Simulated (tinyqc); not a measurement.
Undoped symmetric double-gate MOSFET, analytic potential model: effect of the temperature.

An undoped body of thickness ts between two equal insulators and tied gates; long channel, electrons only, n = ni exp((psi - V)/Vt) with V the quasi-Fermi potential (0 at the source, Vd at the drain), constant mobility, no quantisation. Across the body psi(x) = V - 2 Vt ln[(ts/(2 beta)) sqrt(q ni/(2 eps0 eps_r Vt)) cos(2 beta x/ts)], x from the centre. Q is the electron charge per area of the whole body.

Nc and Nv are given at 250 K and scale as (T/250 K)^1.5; Eg and mu are held fixed. ni = sqrt(Nc Nv) exp(-Eg/(2 Vt)), Eg in volts; r = eps_r tox/(eox ts); V0 = dphi + 2 Vt ln[(2/ts) sqrt(2 eps0 eps_r Vt/(q ni))]. beta (between 0 and pi/2) solves (Vg - V0 - V)/(2 Vt) = ln(beta) - ln(cos beta) + 2 r beta tan(beta). Q = 8 eps0 eps_r Vt beta tan(beta)/ts; I = mu (1/L)(4 eps0 eps_r/ts)(2 Vt)^2 [g(beta_s) - g(beta_d)] per width, g = beta tan(beta) - beta^2/2 + r beta^2 tan^2(beta), with beta_s at V = 0 and beta_d at V = Vd.  I(low) is taken at Vg = 0.49 V, Qs and I(high) at Vg = 1.24 V.

Parameters, values chosen for the exercise; material values close to those of gallium arsenide:

| symbol | value | unit | meaning |
|---|---|---|---|
| Eg | 1.44 | eV | band gap |
| eps_r | 12.8 |  | relative permittivity of the semiconductor |
| Nc | 3.31e17 | cm^-3 | conduction-band density of states at the reference temperature |
| Nv | 6.82e18 | cm^-3 | valence-band density of states at the reference temperature |
| eox | 9.14 |  | relative permittivity of the gate insulator |
| tox | 3.1 | nm | insulator thickness |
| ts | 20 | nm | body thickness |
| dphi | 0.05 | V | gate work function less that of the intrinsic body |
| mu | 730 | cm^2/(V s) | channel mobility |
| L | 0.1 | um | gate length |
| Vd | 1 | V | drain voltage |

Constants: q = 1.602176634e-19 C, kB = 1.380649e-23 J/K, Vt = kB T/q, eps0 = 8.8541878128e-14 F/cm where lengths are in cm. Results are converted to the units shown.

Results:

| T (K) | V0 (V) | I(low) (nA/um) | Qs(high) (nC/cm^2) | I(high) (uA/um) |
|---|---|---|---|---|
| 220 | 0.7410 | 0.02119 | 1984 | 3273 |
| 250 | 0.7356 | 0.1716 | 1958 | 3262 |
| 310 | 0.7245 | 3.636 | 1919 | 3273 |
| 340 | 0.7188 | 11.55 | 1905 | 3291 |
| 370 | 0.7129 | 30.95 | 1894 | 3316 |
| 400 | 0.7069 | 72.61 | 1885 | 3348 |
| 430 | 0.7008 | 153.2 | 1878 | 3386 |

Estimate the missing row, T = 280 K.

Computed row:

| T (K) | V0 (V) | I(low) (nA/um) | Qs(high) (nC/cm^2) | I(high) (uA/um) |
|---|---|---|---|---|
| 280 | 0.7301 | 0.9171 | 1937 | 3263 |

With this row back in the table: As T goes from 220 to 430 K, I(low) rises from 0.0212 to 153 nA/um and I(high) goes from 3270 through a minimum of 3260 (at T = 250 K among the rows listed) to 3390 uA/um. V0 falls from 0.741 to 0.701 V. In every row the surface density at the source at the higher gate voltage passes 0.3 Nc, where Boltzmann statistics fail. In every row mu V/L at the higher gate voltage, with V the smaller of Vd and Vg - V0, passes 3e6 cm/s, so velocity saturation would lower the current. In every row the mobility is held fixed, though a real one changes with T.

Computed by the program tinyqc: `OMP_NUM_THREADS=1 python tinyqc.py 2440126 2440127 out.jsonl`, one thread of a shared Intel Xeon 2.30GHz, about 0.01 s for the whole run.
